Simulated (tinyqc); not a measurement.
Worked calculation: RHF in the sto-6g basis, for H2, spin multiplicity 1. One step of it, computed by the program tinyqc.

Task: Iteration 2: building the Fock matrix. J_ij = sum D_kl (ij|kl), K_ij = sum D_kl (ik|jl); F = H + J - 0.5 K; E = tr D H + tr D J / 2 - 0.25 tr D K + E_nn.

D after iteration 1:
```
          1H 1s     2H 1s
1H 1s  0.618242  0.618242
2H 1s  0.618242  0.618242
```

core Hamiltonian H = T + V (hartree):
```
           1H 1s      2H 1s
1H 1s  -1.084777  -0.887099
2H 1s  -0.887099  -1.084777
```

Two-electron integrals (ij|kl) in chemists' order, unique and non-zero (hartree):
```
(11|11) 0.774999   (21|11) 0.408059   (21|21) 0.256256   (22|11) 0.545810
(22|21) 0.408059   (22|22) 0.774999
```

nuclear repulsion = 0.65736299 hartree

Give: Coulomb J; exchange K; Fock matrix F; total energy of this density.

Result:

Coulomb J (hartree):
```
        1H 1s   2H 1s
1H 1s  1.3211  0.8214
2H 1s  0.8214  1.3211
```

exchange K (hartree):
```
        1H 1s   2H 1s
1H 1s  1.1421  1.0004
2H 1s  1.0004  1.1421
```

Fock matrix F (hartree):
```
         1H 1s    2H 1s
1H 1s  -0.3347  -0.5659
2H 1s  -0.5659  -0.3347
```

total energy of this density = -1.118521 hartree

This density is a damped mixture and is not idempotent.
